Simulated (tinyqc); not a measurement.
## Resistance of a tapered via with liner, size effect and interface: via resistance against the liner on the sidewall

A round via whose diameter grows from db at the bottom as D(z) = db + 2 z/tan(ang). The fill, of diameter D - 2 tl, starts above the bottom liner (thickness fb tl) and has rho = rho0 (1 + ks lam/(D - 2 tl)); the sidewall liner conducts in parallel with it. The bottom liner and the interface are crossed over the full area pi db^2/4. Spreading in the lines above and below is left out.

Slices between z0 = fb tl and hv, evaluated at their midpoints: conductance per length pi/4 [(D - 2 tl)^2/rho + (D^2 - (D - 2 tl)^2)/rl], slice resistance = slice height over that. 2000 slices. R_fill = sum of the slices; R_bottom = rl fb tl/(pi db^2/4); R_interface = ri/(pi db^2/4); ballistic (Sharvin) limit 1/(Sb pi (db - 2 tl)^2/4); ideal cylinder rho0 hv/(pi db^2/4).

Values chosen for this exercise; fill metal close to molybdenum:
```
symbol    value      unit                                               meaning
db           14        nm                                diameter at the bottom
hv           21        nm                                                height
ang          89   degrees                                        sidewall angle
rho0       5.35   uohm cm                          bulk resistivity of the fill
lam        10.9        nm                            mean free path of the fill
ks          1.4                                              size-effect factor
fb          0.7                   liner at the bottom over that on the sidewall
rl          400   uohm cm                              resistivity of the liner
ri      5.2e-13  ohm cm^2                   interface resistivity at the bottom
Sb       1.3e15     S/m^2  ballistic conductance per area, about 3/(4 rho0 lam)
```

The same in every row: R_interface (ohm) = 0.33780.

Result of one run:
```
tl (nm)	R_fill (ohm)	R_bottom (ohm)	R (ohm)	ballistic limit (ohm)	R over ideal cylinder	largest part
2.9	45.506	52.748	98.592	14.566	13.509	bottom liner
```

What becomes of these results when the liner on the sidewall tl is changed from 2.9 to 0.6 nm, all else the same?

Result of the changed run:
```
tl (nm)	R_fill (ohm)	R_bottom (ohm)	R (ohm)	ballistic limit (ohm)	R over ideal cylinder	largest part
0.6	17.359	10.913	28.610	5.9779	3.9200	fill
```

The whole series:
```
tl (nm)	R_fill (ohm)	R_bottom (ohm)	R (ohm)	ballistic limit (ohm)	R over ideal cylinder	largest part
0	14.307	0	14.644	4.9970	2.0065	fill
0.6	17.359	10.913	28.610	5.9779	3.9200	fill
1.1	20.708	20.008	41.054	7.0340	5.6250	fill
1.7	26.146	30.922	57.406	8.7168	7.8655	bottom liner
2.3	33.935	41.835	76.108	11.084	10.428	bottom liner
2.9	45.506	52.748	98.592	14.566	13.509	bottom liner
3.4	59.814	61.843	122.00	18.893	16.715	bottom liner
4	86.299	72.757	159.39	27.206	21.839	fill
```

R rises from 14.6 to 159 ohm. The fill is the largest part at tl = 0, the bottom liner from 1.7, the fill from 4 on. The share of the two bottom terms goes from 2.31 to 45.9 %.

tinyqc, about 0.01 s, one thread, Intel Xeon 2.30GHz (shared host): `OMP_NUM_THREADS=1 python tinyqc.py 2750058 2750059 out.jsonl`
